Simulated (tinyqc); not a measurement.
Absorption coefficient and reflectance from two thicknesses.

Inverse problem. With transparent contact layers the responsivity is (1 - Rf)(1 - exp(-al wi)) q lam/(h c). The second absorber is twice as thick as the first. Find al and Rf.

Values chosen for this exercise:
```
symbol,value,unit,meaning
lam,532,nm,wavelength
```

Constants: q = 1.602176634e-19 C, h = 6.62607015e-34 J s, c = 299792458 m/s. Results are converted to the units shown.

responsivity for wi = 0.95 and 1.9 um (A/W): 0.15596845  0.23094713

Solution. The ratio of the responsivities is 1 + exp(-al w1), which gives al; either value then gives 1 - Rf.

al = 7710 1/cm
Rf = 0.3000

Program tinyqc, `OMP_NUM_THREADS=1 python tinyqc.py 2250032 2250033 out.jsonl`; Intel Xeon 2.30GHz, shared host, one thread, about 0.01 s.
